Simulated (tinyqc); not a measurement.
Density dependence: plasmons of a degenerate electron gas in the random-phase approximation.

Zero temperature, parabolic band: kF = (3 pi^2 n)^(1/3), EF = c kF^2/m, Ep^2 = 8 pi c e2 n/(m eb), qTF^2 = 6 pi e2 n/(eb EF), c = hbar^2/2m0, e2 = e^2/(4 pi eps0), n in 1/angstrom^3 (1e-24 per 1/cm^3).

Lindhard function: eps(q, E)/eb = 1 + (qTF/q)^2 (f1 + i f2) with z = q/(2 kF), u = E/(hbar vF q), hbar vF = 2 c kF/m; f1 = 1/2 + [h(z - u) + h(z + u)]/(8 z), h(x) = (1 - x^2) ln|(x + 1)/(x - 1)|; f2 = pi u/2 for z + u < 1, (pi/(8 z))(1 - (z - u)^2) for |z - u| < 1 < z + u, else 0. Pairs exist for c (q^2 - 2 q kF)/m < E < c (q^2 + 2 q kF)/m.

Constants: hbar^2/2m0 = 3.80998211 eV angstrom^2; e^2/(4 pi eps0) = 14.39964547 eV angstrom; a0 (Bohr radius) = 0.5291772105 angstrom.

Inputs chosen for the exercise (out of a larger set: a free-electron density near that of Al; not measured data):

| symbol | value | unit | meaning |
|---|---|---|---|
| n | 1.8e+23 | 1/cm^3 | electron density |
| m | 1 | m0 | mass |
| eb | 1 |  | background dielectric constant |

n is multiplied by the factor listed.

Results:

| factor | rs | EF (eV) | Ep (eV) | Ep/EF | qc/kF | alpha = 3 EF/(5 Ep) |
|---|---|---|---|---|---|---|
| 0.10 | 4.473 | 2.504 | 4.982 | 1.989 | 0.985 | 0.302 |
| 0.20 | 3.550 | 3.976 | 7.045 | 1.772 | 0.904 | 0.339 |
| 0.50 | 2.616 | 7.323 | 11.14 | 1.521 | 0.807 | 0.394 |
| 1.0 | 2.076 | 11.62 | 15.75 | 1.355 | 0.739 | 0.443 |
| 2.0 | 1.648 | 18.45 | 22.28 | 1.207 | 0.678 | 0.497 |
| 5.0 | 1.214 | 33.99 | 35.23 | 1.036 | 0.603 | 0.579 |
| 10 | 0.964 | 53.96 | 49.82 | 0.923 | 0.552 | 0.650 |

Over two decades Ep grows by 10.0 (n^(1/2)) and EF by 21.5 (n^(2/3)), so Ep/EF falls from 1.989 to 0.923 as sqrt(rs), and qc/kF from 0.985 to 0.552: in a dense gas the plasmon enters the continuum earlier on the scale of kF. alpha is the coefficient in E = Ep + alpha hbar^2 q^2/(m m0). The random-phase values are only rough in the rows with rs above about 2 (up to 4.5 here).

tinyqc: `OMP_NUM_THREADS=1 python tinyqc.py 1682327 1682328 out.jsonl`; about 0.01 s, one thread, shared Intel(R) Xeon(R) Processor @ 2.30GHz.
